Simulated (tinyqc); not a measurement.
## Electron continuity equation in a given potential, Scharfetter-Gummel discretisation: current and errors against the applied potential

Steady state in one dimension: J = q mu n E + q D dn/dx with E = -dpsi/dx and D = mu Vt, dJ/dx = q (n/tau - G), fixed densities nL and nR at the ends. The potential is given, psi = U (x/L)^2, and is not changed by the electrons.

8 equal intervals. Fluxes J_i = (q D/h)(n_(i+1) P_i - n_i Q_i), d_i = (psi_(i+1) - psi_i)/Vt: Scharfetter-Gummel P = B(d), Q = B(-d), B(d) = d/(exp(d) - 1); central P = 1 - d/2, Q = 1 + d/2; upwind P = 1 + max(-d, 0), Q = 1 + max(d, 0). Balance at each inner node: J_i - J_(i-1) = q h (n_i/tau - G). The reference is Scharfetter-Gummel on 4000 intervals or more. Errors are those of J on the first interval against the reference at its midpoint; errors under 1e-6 % are printed as 0.

Inputs (values chosen for the exercise); mobility close to that of indium arsenide at room temperature:
- T = 250 K (temperature)
- mu = 30000 cm^2/(V s) (electron mobility)
- L = 8.5 um (length of the region)
- nL = 1.8e14 cm^-3 (density at x = 0)
- nR = 1.4e15 cm^-3 (density at x = L)
- tau = 2e-10 s (lifetime)
- G = 0 cm^-3 s^-1 (uniform generation rate)

Constants: q = 1.602176634e-19 C, kB = 1.380649e-23 J/K, Vt = kB T/q. Results are converted to the units shown.

Result of one run:
columns A: U (V); B: largest |d|; C: reference J (A/cm^2); D: SG error (%); E: central error (%); F: upwind error (%); G: most negative central n (cm^-3), 0 if none
```
A          B     C      D       E      F  G
-0.38  4.134  4091  -4.54  -0.600  -7.35  0
```

What becomes of these results when the potential difference psi(L) - psi(0) U is changed from -0.38 to -0.086 V, all else the same?

Result of the changed run:
columns A: U (V); B: largest |d|; C: reference J (A/cm^2); D: SG error (%); E: central error (%); F: upwind error (%); G: most negative central n (cm^-3), 0 if none
```
A            B      C       D       E      F  G
-0.086  0.9356  487.6  -0.886  -0.752  0.853  0
```

The whole series:
columns A: U (V); B: largest |d|; C: reference J (A/cm^2); D: SG error (%); E: central error (%); F: upwind error (%); G: most negative central n (cm^-3), 0 if none
```
A              B      C       D        E      F  G
-0.0086  0.09356  54.78    1.25     1.19   6.85  0
-0.034    0.3699  150.0   0.291  -0.0498   7.99  0
-0.086    0.9356  487.6  -0.886   -0.752  0.853  0
-0.17      1.849   1342   -2.32   -0.564  -5.25  0
-0.26      2.829   2459   -3.45   -0.586  -6.83  0
-0.38      4.134   4091   -4.54   -0.600  -7.35  0
-0.52      5.657   6099   -5.38   -0.582  -7.51  0
-0.78      8.486   9970   -6.25   -0.698  -7.55  0
```

The reference current rises from 54.8 to 9970 A/cm^2. The largest errors in size are 6.2 % (Scharfetter-Gummel), 1.2 % (central) and 8.0 % (upwind). With sources Scharfetter-Gummel is no longer exact, since it takes J constant over each interval, and it is not always the most accurate for J.

Range of the model: The drift velocity mu E exceeds 1e7 cm/s somewhere, where real mobilities no longer stay constant.

Numbers from tinyqc (`OMP_NUM_THREADS=1 python tinyqc.py 2220037 2220038 out.jsonl`; about 0.01 s on one thread of a shared Intel Xeon 2.30GHz).
